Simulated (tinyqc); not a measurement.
Bound state in one dimension: Numerov shooting, finite differences, DVR, step by step. Computed by tinyqc, a small Python program that keeps every step. Settings: points = 96. Command: `OMP_NUM_THREADS=1 python tinyqc.py 30195 30196 out.jsonl` (the two numbers bound the seeds that draw the settings). One thread of a shared host (Intel(R) Xeon(R) Processor @ 2.60GHz), about 0.01 s of CPU time with the checks.

## Numerov steps at E = 0.1

One particle of mass 1 in V = 4.66 (x^2 - 1.45^2)^2 / 1.45^4 (atomic units), psi = 0 at both ends:
```
parameter                 value
left end              -3.400000
right end              3.400000
intervals                    96
h                      0.070833
state sought (nodes)          2
```

k_i = 2 m (E - V_i); (1 + h^2 k_(i+1)/12) y_(i+1) = 2 (1 - 5 h^2 k_i/12) y_i - (1 + h^2 k_(i-1)/12) y_(i-1), from y_0 = 0, y_1 = 0.001.

Points along the way:
```
i           x          V            k           y
0   -3.400000  94.290211  -188.380422    0.000000
1   -3.329167  85.025435  -169.850869    0.001000
2   -3.258333  76.419693  -152.639385    0.002895
3   -3.187500  68.443369  -136.686738    0.007115
4   -3.116667  61.067485  -121.934969    0.016424
5   -3.045833  54.263697  -108.327394    0.036149
32  -1.133333   0.705472    -1.210943  254.903115
33  -1.062500   0.999239    -1.798478  275.291596
34  -0.991667   1.320230    -2.440460  298.183505
35  -0.920833   1.659208    -3.118417  324.748479
36  -0.850000   2.007576    -3.815153  356.420507
37  -0.779167   2.357373    -4.514745  394.946991
```

## Bisection on the node count

With more sign changes than the state has nodes (the last point included) the energy is too high, else too low; the bracket starts as 0.1 to 12.

Trials:
```
trial           E  sign changes  y at the right end   next
1      6.05000000             4            4.39e+04  lower
2      3.07500000             2            4.47e+06  raise
3      4.56250000             2            1.40e+05  raise
4      5.30625000             3           -8.36e+04  lower
5      4.93437500             3           -7.41e+04  lower
6      4.74843750             3           -2.62e+03  lower
7      4.65546875             2            5.84e+04  raise
8      4.70195313             2            2.55e+04  raise
9      4.72519531             2            1.09e+04  raise
10     4.73681641             2            3.99e+03  raise
11     4.74262695             2            6.51e+02  raise
12     4.74553223             3           -9.91e+02  lower
13     4.74407959             3           -1.72e+02  lower
14     4.74335327             2            2.39e+02  raise
...           ...           ...                 ...    ...
29     4.74377528             2            2.23e-03  raise
30     4.74377529             3           -4.04e-03  lower
31     4.74377529             3           -9.05e-04  lower
```

eigenvalue = 4.74377529 hartree

## The same grid by other methods

Three-point finite differences and the sine-DVR kinetic matrix of Colbert and Miller on the same points.

Lowest levels (hartree):
```
state  finite differences       DVR
0                1.931133  1.933322
1                1.993116  1.995398
2                4.739179  4.743790
3                5.764960  5.776960
4                7.847759  7.871414
```
